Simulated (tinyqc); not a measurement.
Propagation of a band-gap error through k.p and effective-mass formulas, step by step. Values are carried at full precision from step to step, so a last printed digit may differ when a step is redone from the rounded ones.

Chain, for a gap E (the reference Eg or another value), with Ep and Dso kept: 1/me = 1 + Ep (E + 2 Dso/3)/(E (E + Dso)); g* = 2 - 2 Ep Dso/(3 E (E + Dso)); g1(E) = g1 + (Ep/3)(1/E - 1/Eg), g2(E) = g2 + (Ep/6)(1/E - 1/Eg), light hole 1/(g1 + 2 g2), heavy hole 1/(g1 - 2 g2) along [100]; optical constant ei(E) = 1 + (ei - 1)(EP/(EP + E - Eg))^2, static e0(E) = ei(E) + e0 - ei.

Constants: Ry = 13.60569312 eV; a0 (Bohr radius) = 0.5291772105 angstrom; kB = 8.617333262e-05 eV/K; hbar^2/2m0 = 3.80998211 eV angstrom^2.

Inputs chosen for the exercise (reference values near those of InSb, gap at low temperature; the results hold for these values, not for the real material): Eg = 0.231 eV (gap at Gamma to the s-like level); Dso = 0.822 eV (spin-orbit splitting); Ep = 23.5 eV (Kane energy); g1 = 34.63 (Luttinger gamma1); g2 = 15.53 (gamma2); e0 = 16.56 (static dielectric constant); ei = 15.53 (optical dielectric constant); EP = 3.55 eV (mean (Penn) gap); Eg2 = 0.102 eV (a wrong gap); mh = 0.44 m0 (density-of-states mass of the holes); T = 77 K (temperature); k = 0.024 1/angstrom (wave vector).

## Masses, g factor and screening for both gaps

Evaluate the chain at Eg and at Eg2.

Band values at the two gaps:
```
quantity      at Eg    at Eg2  ratio
me          0.01311  0.006132  0.468
g*           -50.94    -134.6      -
g1            34.63     77.52  2.238
g2            15.53     36.97  2.381
light hole  0.01522  0.006602  0.434
heavy hole   0.2801    0.2801  1.000
ei            15.53     16.65  1.072
e0            16.56     17.68  1.067
```

The gap is off by a factor of 0.44; the electron mass follows with 0.47 and the light hole with 0.43, while the heavy hole, which does not couple to the conduction level, keeps its value. The optical constant changes less, by +7 %, as it answers to the mean gap, which shifts by the same -0.13 eV on a base of 3.55 eV. g* moves by -83.70; remote bands, left out here, shift it by tenths or, where it is large, by some per cent.

## Binding energies and densities for both gaps

Donor: R = Ry me/e0^2, a_B = a0 e0/me, Mott density (0.26/a_B)^3. Nc, Nv = 2 (m kT/(4 pi c))^(3/2), c = hbar^2/2m0, ni = sqrt(Nc Nv) exp(-E/2kT). Exciton: Ry mu/e0^2 with 1/mu = 1/me + g1(E). 1 angstrom^-3 = 1e24 cm^-3.

Use the values of the table.

Results:
```
quantity                  at Eg     at Eg2     ratio
R (meV)                  0.6506     0.2670     0.410
a_B (angstrom)            668.3       1525      2.28
Mott density (cm^-3)  5.889e+13  4.952e+12    0.0841
Nc (cm^-3)            4.900e+15  1.567e+15     0.320
ni (cm^-3)            1.883e+09  1.774e+13  9.42e+03
exciton (meV)            0.4474     0.1810     0.405
```

Power laws carry the error on: the donor energy (me/e0^2) by a factor of 0.410, the Mott density (cube of me/e0) by 0.0841. ni, with its exponential, changes by a factor of 9.42e+03, that is 4.0 decades.

## A scissor shift and what it does not mend

A rigid shift D = Eg - Eg2 of the conduction band restores the gap but leaves the curvature, so the mass stays me(Eg2); redoing the sum 1/m = 1 + Ep (E + 2 Dso/3)/(E (E + Dso)) with E = Eg and the same Ep gives another mass. For optics, eps2 at the edge goes as |p|^2/E^2: a rigid shift keeps the dipole elements p/E, while shifting the energies under unchanged p scales eps2 by (Eg2/Eg)^2.

shift D = 0.129 eV
mass under a rigid shift = 0.0061 m0
mass from the sum with the corrected gap = 0.0131 m0
factor on eps2 if p is left unscaled = 0.195

The rigid shift leaves the mass off by a factor of 0.47. The mass from the corrected gap is the reference me(Eg) here, because the exercise keeps Ep fixed; a real correction of the gap depends on k and changes Ep as well.

## Far from the edge the relative error shrinks

Two-level dispersion E(k) = sqrt(E^2/4 + Ep c k^2) - E/2 at k/4, k, 4k for both gaps, c = hbar^2/2m0.

Energies above the edge:
```
k (1/angstrom)  at Eg (eV)  at Eg2 (eV)  ratio
0.00600             0.0132       0.0253  1.918
0.02400             0.1393       0.1818  1.305
0.09600             0.8002       0.8588  1.073
```

The ratio tends to Eg/Eg2 = 2.26 at k = 0 and goes from 1.918 to 1.073: at large k both curves approach the same slope sqrt(Ep c), while their distance in eV grows towards |Eg - Eg2|/2.

## Checks

- Chain at E = Eg against the inputs g1, g2, ei, e0: they agree to 1e-10 or better.

Computed by tinyqc, a small Python program: `OMP_NUM_THREADS=1 python tinyqc.py 1880969 1880970 out.jsonl` (the numbers bound the seed that draws the inputs); one thread of a shared host (Intel(R) Xeon(R) Processor @ 2.30GHz), about 0.01 s for the whole set of steps.
